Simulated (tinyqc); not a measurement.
Fermi-level pinning from two metals.

Question. Cowley-Sze model with the space charge neglected: phiB = S (phiM - chi) + (1 - S)(Eg - phi0), S = 1/(1 + q Dit dl/(eps0 ei)), dl in cm. Find S, phi0 and Dit.

Parameters, values chosen for the exercise; band and dielectric values close to those of silicon:
- Eg = 1.11 eV (band gap)
- chi = 3.97 eV (electron affinity)
- dl = 0.5 nm (thickness of the interfacial layer)
- ei = 1 (relative permittivity of the interfacial layer)

Constants: q = 1.602176634e-19 C, eps0 = 8.8541878128e-14 F/cm where lengths are in cm. Results are converted to the units shown.

barriers for metals with phiM = 4.43 and 5.39 eV (eV): [0.75492523, 0.83014953]

Answer. S is the slope of phiB against phiM; either barrier then gives phi0, and S gives Dit.

S = 0.0784
phi0 = 0.330 eV
Dit = 1.30e14 cm^-2 eV^-1

Program tinyqc, `OMP_NUM_THREADS=1 python tinyqc.py 2020014 2020015 out.jsonl`; Intel Xeon 2.30GHz, shared host, one thread, about 0.1 s.
